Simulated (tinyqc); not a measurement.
Non-linearity against on/off ratio.

Worst-case read of an N x N array without selectors, ideal wires, unselected lines floating and all unselected cells in the low state with resistance K Ron: the sneak path is Rsn = K Ron [2/(N - 1) + 1/(N - 1)^2], in parallel with the selected cell Rc. A sense resistor Ron to ground gives Vout = Vr Ron/(Ron + Rc Rsn/(Rc + Rsn)); margin = [Vout(Rc = Ron) - Vout(Rc = ra Ron)]/Vr. Here N = 256; the columns give the margin for ra = 8, 20 and 1000.

Non-linearity against on/off ratio:
```
K      Rsn/Ron  margin, ra = 8 (%)  margin, ra = 20 (%)  margin, ra = 1000 (%)
1     0.007859            0.005273             0.005729               0.006027
3      0.02358             0.04524              0.04921                0.05180
10     0.07859              0.4290               0.4684                 0.4943
30      0.2358               2.612                2.876                  3.053
100     0.7859               11.15                12.50                  13.43
300      2.358               23.30                26.58                  28.92
1000     7.859               32.85                37.93                  41.62
3000     23.58               36.70                42.58                  46.88
```

At K = 1 the margin is 0.00527 % for ra = 8 and 0.00603 % for ra = 1000: an on/off ratio 125 times larger gains a factor of only 1.14, because the sneak path (0.0079 Ron) shunts the cell. Raising K to 3000 lifts the margin at ra = 20 from 0.00573 to 42.6 %.

Numbers from tinyqc (`OMP_NUM_THREADS=1 python tinyqc.py 2880046 2880047 out.jsonl`; about 0.02 s on one thread of a shared Intel Xeon 2.30GHz).
